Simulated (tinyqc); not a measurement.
Worked calculation: hopping conduction between localised states. Computed by tinyqc, a small Python program that keeps every step. Command: `OMP_NUM_THREADS=1 python tinyqc.py 3004280 3004281 out.jsonl hop walk`. One thread of a shared host (Intel(R) Xeon(R) Processor @ 2.30GHz), about 0.01 s of CPU time with the checks. Intermediate numbers are printed to about 7 digits and carried at full precision; extremes and crossings named in words are read from the listed rows.

Energies are counted from the Fermi level. A small network shows the mechanism; the laws of an infinite system follow.

Inputs (values chosen for the exercise, for a model defective oxide):
```
quantity                                    value          unit
localisation length xi                       0.72            nm
density of states g_0                     1.4e+13   1/(eV cm^2)
permittivity eps                               11             -
activation energy E_a to extended states    0.084            eV
prefactor of activated conduction             290  microsiemens
prefactor of hopping                        0.051  microsiemens
conductance scale G_0                           1  microsiemens
temperature T                                  66             K
```

Dimension: 2D.

sites of the small network (nm, nm, meV):
```
      x     y  energy
1     0  1.49   -0.71
2  1.52  1.32   17.17
3  2.39  1.91    -6.9
4  3.86  1.14  -10.43
5  5.44  0.94    1.01
6   6.7  1.27    1.47
```

Constants: k_B = 8.617333262e-05 eV/K; e^2/(4 pi eps_0) = 14.39964548 eV angstrom.

## Pair exponents

Miller-Abrahams exponent s_ij = 2 r_ij/xi + (|E_i| + |E_j| + |E_i - E_j|)/(2 k_B T); G_ij = G_0 exp(-s_ij). The diagonal is set to 0 and not used.

s_ij:
```
          1         2         3         4         5         6
1   0.00000   7.39232   7.95382  12.60007  15.49057  19.00444
2   7.39232   0.00000   7.15210  11.37200  13.95886  17.40849
3   7.95382   7.15210   0.00000   6.44347  10.28115  13.57516
4  12.60007  11.37200   6.44347   0.00000   6.43536   9.98948
5  15.49057  13.95886  10.28115   6.43536   0.00000   3.87651
6  19.00444  17.40849  13.57516   9.98948   3.87651   0.00000
```

## Kirchhoff solution

Site 1 is held at potential 1 and site 6 at 0; Kirchhoff's law sum_j G_ij (u_i - u_j) = 0 fixes the others; G = sum_j G_1j (1 - u_j). G_ij = G_0 exp(-s_ij).

potentials: 1.000000  0.694331  0.461419  0.237743  0.017794  0.000000

conductance G = 3.802547e-04 microsiemens

-ln(G/G_0) = 7.874669

## Critical path

Critical exponent s_c: the smallest value such that bonds with s_ij <= s_c connect site 1 with site 6.

critical exponent s_c = 7.392317

One such path is 1-2-3-4-5-6. -ln(G/G_0) = 7.87 against s_c = 7.39: the hardest unavoidable hop sets the conductance.

## The network against temperature

Miller-Abrahams exponent s_ij = 2 r_ij/xi + (|E_i| + |E_j| + |E_i - E_j|)/(2 k_B T); G_ij = G_0 exp(-s_ij). Site 1 is held at potential 1 and site 6 at 0; Kirchhoff's law sum_j G_ij (u_i - u_j) = 0 fixes the others; G = sum_j G_1j (1 - u_j). The last column is the length of the critical bond.

Network:
```
T (K)  -ln(G/G_0)       s_c  critical hop (nm)
20       11.81543  11.06170           1.592608
30       10.04617   9.40966           2.426623
46        8.74861   8.48130           2.426623
66        7.87467   7.39232           1.529477
99        7.12896   6.34439           1.529477
160       6.54284   5.54535           1.529477
330       6.05758   4.97638           1.659458
```

-ln(G/G_0) follows s_c within 1.1. The critical hop is 1.59 nm long at the lowest T and 1.66 nm at the highest: in this small sample the range does not grow on cooling.

## Variable-range laws

Mott: T_M = 13.8/(k_B g_0 xi^2), exponent (T_M/T)^(1/3), mean hop r = (1/3) xi times the exponent. Efros-Shklovskii: T_ES = 6.5 e^2/(4 pi eps eps_0 k_B xi), exponent (T_ES/T)^(1/2). Coulomb gap width g_0 (e^2/(4 pi eps eps_0))^2. The numerical coefficients come from percolation theory and are given.

T_M = 2206547 K

T_ES = 13714.09 K

Mott exponent = 32.21487

Efros-Shklovskii exponent = 14.41490

mean hop by the Mott formula = 7.731569 nm

Coulomb gap = 2.399088 meV

The larger exponent, here Mott, is the one that limits; the two are equal at T = 0.530 K, below which the Coulomb gap rules.

## Total conductivity

sigma = s_1 exp(-E_a/k_B T) + s_2 exp(-larger of the two exponents); reduced activation energy w = d ln(sigma)/d ln(T) by a central difference of +/- 1 %.

activated part = 1.117210e-04 microsiemens

hopping part = 5.209895e-16 microsiemens

conductivity = 1.117210e-04 microsiemens

reduced activation energy w = 14.77037

Activation to extended states carries 100 %. For sigma = s exp(-(T_0/T)^p), w = p (T_0/T)^p, so the slope of ln w against ln T gives -p.

Checks made by the program: current leaving the first site against current entering the last (relative difference below 1e-10).
